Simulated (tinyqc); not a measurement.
# Resistance of a source-drain extension with a graded tip: what changes with what

y runs along the channel, the gate covers y > 0. The doping is N0 for y < y0 and N0 10^(-(y - y0)/la) beyond, uniform over the depth xj. Sheet conductance s(y) = q mu(N) max(N - Nch, 0) xj + (for y > 0) ma Cox Vo, with mu(N) = u0 + (u1 - u0)/(1 + (N/Nr)^au) and Cox = eps0 eox/tox. Current is taken as one-dimensional; depletion of the tip, spreading and the contact are left out. The metallurgical junction lies at yj, where N = Nch.

Parameters, values chosen for the exercise; mobility law close to that of electrons in silicon:
```
symbol,value,unit,meaning
eox,25.1,,relative permittivity of the gate insulator (close to zirconium oxide)
tox,3.9,nm,insulator thickness
N0,5.6e19,cm^-3,active doping of the extension far from the gate
la,2.8,nm/decade,lateral abruptness
y0,1.3,nm,position under the gate where the fall begins (gate edge at 0)
xj,25,nm,depth of the extension
Nch,1.6e18,cm^-3,channel doping
Ls,17,nm,spacer length
Vo,0.42,V,gate overdrive
ma,89,cm^2/(V s),mobility of the gate-induced layer
u1,1414,cm^2/(V s),mobility at low doping
u0,68.5,cm^2/(V s),mobility at high doping
Nr,9.2e16,cm^-3,reference doping
au,0.711,,exponent
Lg,90,nm,gate length
```

Constants: q = 1.602176634e-19 C, eps0 = 8.8541878128e-14 F/cm where lengths are in cm. Results are converted to the units shown.

Each table varies one quantity; the others keep the values above.

## Abruptness at a fixed junction position

R_spacer = integral of dy/s from -Ls to 0, R_ov from 0 to yj, R_channel = (Lg - 2 yj)/(ma Cox Vo), R_total = 2 R_spacer + 2 R_ov + R_channel. Electrical length L_eff = ma Cox dR_total/d(1/Vo); R_series = R_total - L_eff/(ma Cox Vo). y0 is moved with la so that yj stays at 5.6234 nm.

The same in every row: yj (nm) = 5.623; R_channel (ohm um) = 369.7.

Abruptness at a fixed junction position:
```
la (nm/decade)	R_spacer (ohm um)	R_ov (ohm um)	R_total (ohm um)	L_eff (nm)	R_series (ohm um)
1	9.462	5.081	398.8	79.58	25.22
2.3	9.462	8.048	404.7	80.48	26.90
3.6	9.462	11.01	410.7	81.39	28.59
4.9	10.06	13.54	416.9	82.24	30.82
6.1	11.64	15.22	423.4	82.92	34.17
7.4	14.27	16.59	431.4	83.54	39.26
8.7	17.69	17.63	440.4	84.06	45.76
10	21.77	18.47	450.2	84.50	53.51
```

Read the table: what changes, and by how much?

As la goes from 1 to 10 nm/decade, R_total rises from 399 to 450 ohm um, R_spacer rises from 9.46 to 21.8 ohm um and R_ov rises from 5.08 to 18.5 ohm um. R_total changes on average by 5.71 ohm um for each nm/decade. L_eff exceeds the metallurgical length by 0.823 nm in the first row and 5.74 nm in the last, since the gate also controls the lightly doped tips.

## Effect of the gate overdrive

Same model as above.

The same in every row: yj (nm) = 5.623; R_spacer (ohm um) = 9.462.

Effect of the gate overdrive:
```
Vo (V)	R_ov (ohm um)	R_channel (ohm um)	R_total (ohm um)	L_eff (nm)	R_series (ohm um)
0.15	15.01	1035	1084	79.72	36.21
0.3	10.92	517.6	558.4	80.40	29.96
0.45	8.856	345.1	381.7	80.93	27.10
0.6	7.552	258.8	292.8	81.37	25.42
0.75	6.631	207.0	239.2	81.75	24.30
0.9	5.938	172.5	203.3	82.09	23.49
1.05	5.393	147.9	177.6	82.39	22.88
1.2	4.951	129.4	158.2	82.66	22.40
```

As Vo goes from 0.15 to 1.2, R_total falls from 1080 to 158 ohm um, L_eff rises from 79.7 to 82.7 nm and R_series falls from 36.2 to 22.4 ohm um. Both extracted quantities depend on the overdrive at which they are taken.

Numbers from tinyqc (`OMP_NUM_THREADS=1 python tinyqc.py 2282111 2282112 out.jsonl`; about 0.03 s on one thread of a shared Intel Xeon 2.30GHz).
